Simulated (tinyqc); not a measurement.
From results to parameters: diatomic chain. Computed by the program tinyqc.

Problem. A chain of two alternating masses has one spring constant k; at the zone edge omega^2 = 2k/M and 2k/m, and wavenumber = 521.4708 sqrt(omega^2) with omega^2 in eV/(angstrom^2 u). Find k, the heavier mass and the optical wavenumber at q = 0.

wavenumbers at the zone edge (cm^-1): 199.085385  654.225490
lighter mass = 16.900000 u

Solution. The upper value gives k = m omega^2/2, the ratio of the squares gives M/m, and at q = 0 omega^2 = 2k (1/m + 1/M), the sum of the two.

k = 13.3000 eV/angstrom^2
heavier mass = 182.5000 u
optical wavenumber at q = 0 = 683.8465 cm^-1
